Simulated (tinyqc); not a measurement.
Inputs raised by 10 %, one at a time: Koster-Slater impurity in a tight-binding band, by Green functions and by supercells. Computed by tinyqc, a small Python program. Command: `OMP_NUM_THREADS=1 python tinyqc.py 3022689 3022690 out.jsonl kosterslater sens`. One thread of a shared host (Intel(R) Xeon(R) Processor @ 2.30GHz), about 0.06 s of CPU time with the checks.

One orbital per site, e(k) = -2 t sum cos(k_i) over 2 direction(s), band from -4 t to 4 t, lattice constant 1. One site has the extra energy U. Spin is left out.

Inputs (values chosen for the exercise, for a model band): hopping t = 0.95 eV; impurity potential U = -2.9 eV; supercell edge N = 3 sites; energy inside the band E = -3.41 eV; broadening eta = 0.076 eV; impurity concentration c = 0.003 per site.

Lattice: square.

Constants: hbar = 6.582119569e-16 eV s.

Method:
- Outside the band G0(E) = (2/(pi E)) K(m), m = 16 t^2/E^2, K the complete elliptic integral with parameter m.
- A bound state solves 1/U = G0(E).
- Bisection in ln(distance from the edge) between 1e-5 t and |U| + t. Weight on the impurity site: -1/(U^2 dG0/dE), by a central difference with step min(1e-4 t, distance/30). Decay length along an axis: 1/arccosh(1 + distance/(2 t)).
- Inside the band G0(z), z = E + i eta, comes from the chain form 1/(sqrt(y - 2t) sqrt(y + 2t)) (principal roots) at y = z + 2 t cos k, averaged over k in (0, pi) with 200 Gauss-Legendre points.
- T = U/(1 - U G0); phase shift delta = -arg(1 - U G0) in (-pi, pi]; host density of states -Im G0/pi; on the impurity -Im[G0/(1 - U G0)]/pi; lifetime of a band state hbar/(-2 c Im T).
- In a periodic cell of N sites along each direction with Bloch vector K, the level solves 1/U = N^-d sum_k 1/(E - e(k)), k_i = (2 pi m_i + K_i)/N, m_i = 0..N-1; the outermost root on the side of U is taken (bisection). d is the number of directions. Gamma means K_i = 0, the zone corner K_i = pi, the quarter point K_i = pi/2.
- The error is measured against the isolated level E_b.

Runs; columns: (1) input moved; (2) from; (3) to; (4) distance from the band edge (eV); (5) decay length (sites); (6) width between Gamma and the corner (eV); (7) scattering lifetime (fs):
```
(1)                                    (2)     (3)      (4)     (5)      (6)     (7)
base run                                 -       -  0.41784  1.5347  0.75119  29.324
hopping t (eV)                        0.95   1.045  0.31620  1.8404  0.92814  28.983
impurity potential U (eV)             -2.9   -3.19  0.58414  1.3066  0.65892  30.537
impurity concentration c (per site)  0.003  0.0033  0.41784  1.5347  0.75119  26.658
broadening eta (eV)                  0.076  0.0836  0.41784  1.5347  0.75119  29.162
```

Exponents ln(y'/y) / ln(x'/x):
```
input                     distance from the band edge  decay length  width between Gamma and the corner  scattering lifetime
hopping t                                      -2.924         1.906                               2.219               -0.123
impurity potential U                            3.515        -1.688                              -1.375                0.425
impurity concentration c                        0.000         0.000                               0.000               -1.000
broadening eta                                  0.000         0.000                               0.000               -0.058
```

Which inputs matter most for each result?

Among the inputs moved here: distance from the band edge answers most in size to impurity potential U (exponent +3.515), next to hopping t (-2.924); its exponent is below 0.0005 for impurity concentration c, broadening eta. Decay length answers most in size to hopping t (exponent +1.906), next to impurity potential U (-1.688); its exponent is below 0.0005 for impurity concentration c, broadening eta. Width between Gamma and the corner answers most in size to hopping t (exponent +2.219), next to impurity potential U (-1.375); its exponent is below 0.0005 for impurity concentration c, broadening eta. Scattering lifetime answers most in size to impurity concentration c (exponent -1.000), next to impurity potential U (+0.425). Its exponent -1.000 in impurity concentration c: independent scatterers.
